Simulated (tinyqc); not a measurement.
# From one set of inputs to another, one input at a time

Model: concentration-dependent dopant diffusion with charged defects and the built-in field. Computed by tinyqc, a small Python program. Command: `OMP_NUM_THREADS=1 python tinyqc.py 3023197 3023198 out.jsonl extrinsic ladder`. One thread of a shared host (Intel(R) Xeon(R) Processor @ 2.30GHz), about 0.8 s of CPU time with the checks.

A constant source C_s feeds a half space. The dopant moves through neutral point defects and through charged ones, whose number grows with the majority carrier density n.

The inputs printed are set A. Set A is modelled on boron in silicon; the values taken over come from a set modelled on arsenic in silicon. Inputs not listed in the table keep their values of set A, so the rows need not describe a real material.

Inputs (values chosen for the exercise, modelled on boron in silicon): neutral prefactor D0x = 0.0516 cm^2/s; neutral activation energy E0 = 3.51 eV; singly charged prefactor D01 = 0.929 cm^2/s; activation energy E1 = 3.51 eV; surface concentration C_s = 3.6e+18 1/cm^3; junction level C_B = 1.4e+16 1/cm^3; temperature T = 1050 C; time t = 63 s.

Field enhancement: on.

Constants: k_B = 8.617333262e-05 eV/K.

Method:
- n_i = 3.87e16 T^1.5 exp(-7014/T) per cm^3 (T in kelvin, an empirical form); each D = prefactor x exp(-E/(k_B T)); the intrinsic diffusivity D_i is their sum.
- Temperatures in kelvin are T(C) + 273.15.
- n = C/2 + sqrt(C^2/4 + n_i^2); D(C) = h [Dx + D1 (n/n_i)], h = 1 + C/sqrt(C^2 + 4 n_i^2).
- With y = x/sqrt(D_s t), u = C/C_s and q = -(D/D_s) du/dy: du/dy = -q D_s/D, dq/dy = -(y/2) q D_s/D, u(0) = 1. The surface flux q(0) is shot so that u tends to 0 (LSODA, an adaptive multistep solver, relative tolerance 1e-10). Dose Q = 2 q(0) C_s sqrt(D_s t).
- The junction lies where C = C_B.

Each row keeps all changes above it:
```
input moved                                                                   from            to  dose Q (1/cm^2)  enhancement D_s/D_i  junction in units of sqrt(D_s t)
set A                                                                            -             -        7.420e+12                1.430                             3.533
temperature T (C)                                                             1050           925        1.664e+12                1.965                             3.124
neutral prefactor D0x (cm^2/s) and neutral activation energy E0 (eV)  0.0516, 3.51  0.0102, 3.44        1.643e+12                1.985                             3.112
surface concentration C_s (1/cm^3)                                         3.6e+18       2.1e+19        1.817e+13                8.988                             2.160
singly charged prefactor D01 (cm^2/s) and activation energy E1 (eV)    0.929, 3.51    28.4, 4.14        4.962e+12                7.406                             2.290
junction level C_B (1/cm^3)                                                1.4e+16       1.7e+16        4.962e+12                7.406                             2.268
time t (s)                                                                      63            37        3.803e+12                7.406                             2.268
```

Dose Q goes from 7.42e12 to 3.80e12, a factor 0.513 in all. The largest single move comes from surface concentration C_s (a factor 11.1), but it runs against the net change; the largest move in the direction of the net change is temperature T (a factor 0.224). Enhancement D_s/D_i goes from 1.43 to 7.41, a factor 5.18 in all. The largest single move comes from surface concentration C_s (a factor 4.53), and singly charged prefactor D01 with activation energy E1 works against it (a factor 0.824). Junction in units of sqrt(D_s t) goes from 3.53 to 2.27, a factor 0.642 in all. The largest single move comes from surface concentration C_s (a factor 0.694), and singly charged prefactor D01 with activation energy E1 works against it (a factor 1.06). The single moves hold for this order of the switches; the total does not depend on the order.

Extremes, crossings and ranges named in words are read from the listed rows.
